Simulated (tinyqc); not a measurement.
Width of the well: optical transitions of a finite quantum well.

Each carrier sees a square well of width L with its own depth V and masses m (inside), mb (outside); c = hbar^2/2m0, k = sqrt(m E/c), kappa = sqrt(mb (V - E)/c), and level n solves k L + 2 atan[(k/m)/(kappa/mb)] = n pi. The envelope is cos(kz) for odd n and sin(kz) for even n inside, joins exp(-kappa (|z| - L/2)) outside, and is normalised to 1. Excitons and band mixing are left out.

Constants: hbar^2/2m0 = 3.80998211 eV angstrom^2; hc = 1239.841984 eV nm.

Parameters, chosen for this exercise (near those of a GaAs well in AlGaAs; shifted at random, so the results belong to these values and not to a real crystal):

| symbol | value | unit | meaning |
|---|---|---|---|
| Eg | 1.491 | eV | gap of the well |
| Vc | 0.332 | eV | conduction offset |
| Vv | 0.187 | eV | valence offset |
| me | 0.0659 | m0 | electron, well |
| meb | 0.101 | m0 | electron, barrier |
| mh | 0.358 | m0 | heavy hole along z, well |
| mhb | 0.398 | m0 | heavy hole, barrier |
| ml | 0.0887 | m0 | light hole along z, well |
| mlb | 0.1129 | m0 | light hole, barrier |
| Ls | (22, 32, 43, 54, 72, 102, 123) | angstrom | widths |

Edge wavelength hc/(Eg + e1 + hh1), squared e1-hh1 overlap, lh1 - hh1, and the 1-2 intersubband energy with f_12 = (m1/c) E12 z_12^2, 1/m1 = <1|1/m|1> (dash: e2 unbound).

Results:

| L (angstrom) | edge (nm) | overlap^2 | lh1 - hh1 (meV) | E12 (meV) | f_12 |
|---|---|---|---|---|---|
| 22 | 710.1 | 0.9355 | 50.9 | - | - |
| 32 | 742.1 | 0.9528 | 46.5 | - | - |
| 43 | 765.3 | 0.9641 | 38.9 | 231.2 | 0.382 |
| 54 | 780.7 | 0.9715 | 32.0 | 208.0 | 0.943 |
| 72 | 796.5 | 0.9793 | 23.6 | 152.1 | 0.981 |
| 102 | 810.3 | 0.9867 | 15.2 | 93.9 | 0.972 |
| 123 | 815.7 | 0.9897 | 11.7 | 70.5 | 0.968 |

The edge tunes from 710 to 816 nm, towards hc/Eg = 832 nm, while the overlap goes from 0.935 to 0.990. e2 binds at L = pi sqrt(c/(me Vc)) = 41.5 angstrom; f_12 starts from zero there and is 0.382 at 43 angstrom, the rest going to the continuum; among the widths listed it peaks at 0.981 (72 angstrom) and is 0.968 in the widest well, against 0.961 for hard walls.

tinyqc: `OMP_NUM_THREADS=1 python tinyqc.py 1280736 1280737 out.jsonl`; about 0.06 s, one thread, shared Intel(R) Xeon(R) Processor @ 2.30GHz.
